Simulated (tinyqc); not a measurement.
# Thickness from two neighbouring fringes

Inverse problem. At normal incidence a transparent film with an index between those of air and substrate, taken as constant, has reflectance minima at 2 n1 d = (m + 1/2) lam (small phase shifts at the substrate neglected). Find d and the order m of the shorter wavelength.

Parameters, values chosen for the exercise: index of the transparent film n1 = 2.063.

wavelengths of two neighbouring reflectance minima (nm): 435  486.17647

Answer. Neighbouring orders differ by one: 2 n1 d (1/lam1 - 1/lam2) = 1.

d = 1002 nm
m = 9

Computed by the program tinyqc: `OMP_NUM_THREADS=1 python tinyqc.py 2870231 2870232 out.jsonl`, one thread of a shared Intel Xeon 2.30GHz, about 0.3 s for the whole run.
